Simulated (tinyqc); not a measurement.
Worked calculation: bound state in one dimension: Numerov shooting, finite differences, DVR. Computed by tinyqc, a small Python program that keeps every step. Settings: points = 48. Command: `OMP_NUM_THREADS=1 python tinyqc.py 30503 30504 out.jsonl` (the two numbers bound the seeds that draw the settings). One thread of a shared host (Intel(R) Xeon(R) Processor @ 2.60GHz), about 0.01 s of CPU time with the checks.

## Numerov steps at E = -5.43

One particle of mass 1 in V = -5.54 exp(-x^2/2.47^2) (atomic units), psi = 0 at both ends:
```
parameter                value
left end                    -7
right end                    7
intervals                   48
h                     0.291667
state sought (nodes)         1
```

k_i = 2 m (E - V_i); (1 + h^2 k_(i+1)/12) y_(i+1) = 2 (1 - 5 h^2 k_i/12) y_i - (1 + h^2 k_(i-1)/12) y_(i-1), from y_0 = 0, y_1 = 0.001.

Points along the way:
```
i         x        V         k           y
0   -7.0000  -0.0018  -10.8564      0.0000
1   -6.7083  -0.0035  -10.8531      0.0010
2   -6.4167  -0.0065  -10.8470      0.0030
3   -6.1250  -0.0118  -10.8363      0.0080
4   -5.8333  -0.0210  -10.8181      0.0210
5   -5.5417  -0.0361  -10.7878      0.0549
16  -2.3333  -2.2696   -6.3208   1193.0390
17  -2.0417  -2.7976   -5.2649   2500.8633
18  -1.7500  -3.3535   -4.1529   4941.0156
19  -1.4583  -3.9095   -3.0411   9125.9046
20  -1.1667  -4.4322   -1.9956  15644.9997
21  -0.8750  -4.8866   -1.0868  24764.9512
```

## Bisection on the node count

With more sign changes than the state has nodes (the last point included) the energy is too high, else too low; the bracket starts as -5.43 to -0.05.

Trials:
```
trial          E  sign changes  y at the right end   next
1      -2.740000             2            2.76e+05  lower
2      -4.085000             1           -7.73e+08  raise
3      -3.412500             2            1.58e+07  lower
4      -3.748750             1           -2.78e+07  raise
5      -3.580625             2            1.51e+07  lower
6      -3.664687             2            3.01e+06  lower
7      -3.706719             1           -9.30e+06  raise
8      -3.685703             1           -2.48e+06  raise
9      -3.675195             2            4.18e+05  lower
10     -3.680449             1           -9.92e+05  raise
11     -3.677822             1           -2.77e+05  raise
12     -3.676509             2            7.30e+04  lower
13     -3.677166             1           -1.01e+05  raise
14     -3.676837             1           -1.41e+04  raise
...          ...           ...                 ...    ...
28     -3.676784             1           -9.92e-01  raise
29     -3.676784             2            1.67e+00  lower
30     -3.676784             2            3.38e-01  lower
```

eigenvalue = -3.676784 hartree

## The same grid by other methods

Three-point finite differences and the sine-DVR kinetic matrix of Colbert and Miller on the same points.

Lowest levels (hartree):
```
state  finite differences      DVR
0                 -4.9012  -4.8970
1                 -3.6945  -3.6765
2                 -2.6308  -2.5916
3                 -1.7142  -1.6547
```
